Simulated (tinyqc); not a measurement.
Inside a calculation. Method: empirical pseudopotential in a few plane waves. Computed by tinyqc, a small Python program that keeps every step. Settings: plane-wave index or count = 15. Command: `OMP_NUM_THREADS=1 python tinyqc.py 24642 24643 out.jsonl` (the two numbers bound the seeds that draw the settings). One thread of a shared host (Intel(R) Xeon(R) Processor @ 2.60GHz), about 0.2 s of CPU time with the checks.

## Bloch Hamiltonian at k

Parameters chosen for this model: fcc lattice, atoms at +/- a/8 (1,1,1); form factors in rydberg at |G|^2 in units of (2 pi/a)^2:
```
parameter                 value      unit
a                      6.050000  angstrom
VS(3)                 -0.219000        Ry
VS(8)                  0.000000        Ry
VS(11)                 0.062000        Ry
VA(3)                         0        Ry
VA(4)                         0        Ry
VA(11)                        0        Ry
hbar^2/2m (2 pi/a)^2   4.109338        eV
```

k point k (2 pi / a): 0.4100  0.3600  -0.4700

Basis: the 15 shortest G (labels in 2 pi/a), the same at every k. H(G,G') = c |k + G|^2 delta + VS(|G-G'|^2) cos((G-G').tau) + i VA sin((G-G').tau), tau = a/8 (1,1,1); 1 Ry = 13.605693 eV.

H(k) at k (eV):
```
         +0+0+0   -1-1-1   -1-1+1   -1+1-1   -1+1+1   +1-1-1   +1-1+1   +1+1-1
+0+0+0   2.1311   2.1069  -2.1069  -2.1069  -2.1069  -2.1069  -2.1069  -2.1069
-1-1-1   2.1069  11.9935   0.0000   0.0000   0.0000   0.0000   0.0000   0.0000
-1-1+1  -2.1069   0.0000   4.2680   0.0000   0.0000   0.0000   0.0000   0.0000
-1+1-1  -2.1069   0.0000   0.0000  17.9110   0.0000   0.0000   0.0000   0.0000
-1+1+1  -2.1069   0.0000   0.0000   0.0000  10.1854   0.0000   0.0000   0.0000
+1-1-1  -2.1069   0.0000   0.0000   0.0000   0.0000  18.7328   0.0000   0.0000
+1-1+1  -2.1069   0.0000   0.0000   0.0000   0.0000   0.0000  11.0073   0.0000
+1+1-1  -2.1069   0.0000   0.0000   0.0000   0.0000   0.0000   0.0000  24.6503
+1+1+1   2.1069   0.0000   0.0000   0.0000   0.0000   0.0000   0.0000   0.0000
-2+0+0   0.0000  -2.1069  -2.1069  -2.1069   2.1069   0.5965  -0.5965  -0.5965
+0-2+0   0.0000  -2.1069  -2.1069   0.5965  -0.5965  -2.1069   2.1069  -0.5965
+0+0-2   0.0000  -2.1069   0.5965  -2.1069  -0.5965  -2.1069  -0.5965   2.1069
+0+0+2   0.0000  -0.5965   2.1069  -0.5965  -2.1069  -0.5965  -2.1069   0.5965
+0+2+0   0.0000  -0.5965  -0.5965   2.1069  -2.1069  -0.5965   0.5965  -2.1069
+2+0+0   0.0000  -0.5965  -0.5965  -0.5965   0.5965   2.1069  -2.1069  -2.1069

         +1+1+1   -2+0+0   +0-2+0   +0+0-2   +0+0+2   +0+2+0   +2+0+0
+0+0+0   2.1069   0.0000   0.0000   0.0000   0.0000   0.0000   0.0000
-1-1-1   0.0000  -2.1069  -2.1069  -2.1069  -0.5965  -0.5965  -0.5965
-1-1+1   0.0000  -2.1069  -2.1069   0.5965   2.1069  -0.5965  -0.5965
-1+1-1   0.0000  -2.1069   0.5965  -2.1069  -0.5965   2.1069  -0.5965
-1+1+1   0.0000   2.1069  -0.5965  -0.5965  -2.1069  -2.1069   0.5965
+1-1-1   0.0000   0.5965  -2.1069  -2.1069  -0.5965  -0.5965   2.1069
+1-1+1   0.0000  -0.5965   2.1069  -0.5965  -2.1069   0.5965  -2.1069
+1+1-1   0.0000  -0.5965  -0.5965   2.1069   0.5965  -2.1069  -2.1069
+1+1+1  16.9247  -0.5965  -0.5965  -0.5965  -2.1069  -2.1069  -2.1069
-2+0+0  -0.5965  11.8291   0.0000   0.0000   0.0000   0.0000   0.0000
+0-2+0  -0.5965   0.0000  12.6510   0.0000   0.0000   0.0000   0.0000
+0+0-2  -0.5965   0.0000   0.0000  26.2940   0.0000   0.0000   0.0000
+0+0+2  -2.1069   0.0000   0.0000   0.0000  10.8429   0.0000   0.0000
+0+2+0  -2.1069   0.0000   0.0000   0.0000   0.0000  24.4859   0.0000
+2+0+0  -2.1069   0.0000   0.0000   0.0000   0.0000   0.0000  25.3078
```

## Levels at k

Diagonalise the Hermitian matrix.

eigenvalues (eV): -0.8121  2.8934  7.7650  7.9300  9.9429  13.1501  13.3295  15.9634  16.6935  17.8124  18.5605  22.9599  26.3440  27.1374  29.5449

## Bands along a path

The same steps at evenly spaced points between the labelled ones.

Bands along the path (eV), lowest eight:
```
k          band 1  band 2  band 3  band 4   band 5   band 6   band 7   band 8
L         -0.4205  2.3987  7.9859  7.9859   9.7014  13.3476  13.3476  15.7666
L-G 0.25  -1.0669  3.2697  7.9783  7.9783   9.7783  13.2318  13.2318  15.9252
L-G 0.50  -1.7776  4.8317  8.1670  8.1670  10.0877  13.0985  13.0985  13.8997
L-G 0.75  -2.2482  6.7123  8.4480  8.4480  10.1134  12.3999  12.6260  12.6260
G         -2.4097  8.5986  8.5986  8.5986   8.7614  12.3280  12.3280  12.3280
G-X 0.25  -2.1936  6.5651  8.1880  8.1880  10.7891  11.5689  13.0772  13.0772
G-X 0.50  -1.5510  4.6070  7.5210  7.5210  10.6913  11.7068  14.7460  14.7460
G-X 0.75  -0.5003  2.8362  7.0950  7.0950  10.3082  10.8033  16.8253  16.8253
X          0.9262  1.2962  7.0634  7.0634  10.0878  10.5311  19.1992  19.1992
```

With 4 band(s) filled, the highest filled level on these points lies at G and the lowest empty one at G: a gap of 0.1628 eV, direct. This holds for the small fixed basis; with all plane waves up to |k + G|^2 = 21 (2 pi/a)^2 the gap along the path is 1.00 eV.

## Convergence with the number of plane waves

Levels at G counted from the fourth one.

Levels (eV):
```
plane waves   level 1  level 5  level 8
9            -14.7377        0        0
15           -11.0083   0.1628   3.7294
27           -10.4213   0.7699   3.5059
51           -10.3259   0.9814   3.7262
59           -10.3559   1.0110   3.5856
65           -10.3716   1.0110   3.5622
89           -10.3518   1.0058   3.5749
```
